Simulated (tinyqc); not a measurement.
Depletion-mode phase shifter in a rib waveguide and its Mach-Zehnder modulator: two steps of the calculation.

A lateral p-n junction at x0 in a waveguide whose mode intensity is a Gaussian of rms width s about x = 0; p side at smaller x. Reverse bias removes carriers and raises the index. Abrupt junction, doping uniform over the whole mode, lumped electrode (no travelling-wave effects).

Parameters, values chosen for the exercise; values close to those of silicon near 1550 nm:
- lam = 1530 nm (wavelength)
- eps_r = 11.7 (relative permittivity of the semiconductor)
- Na = 4.4e17 cm^-3 (acceptor density)
- Nd = 5.2e17 cm^-3 (donor density)
- G = 0.83 (vertical confinement times ng/n)
- hr = 220 nm (rib height)
- Cf = 44 pF/m (fringe capacitance)
- Rs = 12.6 ohm mm (series resistance)
- V = 4 V (reverse bias)
- a0 = 1.1 dB/cm (passive loss)

Constants: eps0 = 8.8541878128e-14 F/cm where lengths are in cm. Results are converted to the units shown.

Problem 1. Index and absorption of the doped regions. Free-carrier changes (empirical, N and P in cm^-3): |dn| = 8.5e-18 P^0.8 for holes, 8.8e-22 N for electrons; absorption 6e-18 P and 8.5e-18 N in 1/cm.

Wanted: dn_h; dn_e; a_h; a_e.

Solution 1.

dn_h = 0.0011071
dn_e = 4.5760e-4
a_h = 2.6400 1/cm
a_e = 4.4200 1/cm

Index change per unit absorption: holes 4.19 um, electrons 1.04 um, a ratio of 4.05.

Problem 2. Index shift, efficiency, loss and bandwidth. dneff = G {dn_h [F(xp(0)) - F(xp(V))] + dn_e [F(xn(V)) - F(xn(0))]}; VpiL = lam V/(2 dneff); loss = a0 + 4.343 G {a_h F(xp) + a_e [1 - F(xn)]} dB/cm at V; C = eps0 eps_r hr/W + Cf; fRC = 1/(2 pi Rs C).

F, edge xp(0) to xn(V): 0.4677890957  0.7019204498  0.3110987430  0.8101558885
W at 0 and at V (nm): 73.29127899  164.5451084
dn_h = 0.001107085256
dn_e = 0.0004576
a_h = 2.64 1/cm
a_e = 4.42 1/cm

Wanted: dneff; VpiL; loss; C; fRC.

Solution 2.

dneff = 1.8509e-4
VpiL = 1.6533 V cm
loss = 7.0853 dB/cm
C = 182.51 pF/m
fRC = 69.210 GHz

The product VpiL x loss is 11.7 V dB.

Numbers from tinyqc (`OMP_NUM_THREADS=1 python tinyqc.py 2650112 2650113 out.jsonl`; about 0.01 s on one thread of a shared Intel Xeon 2.30GHz).
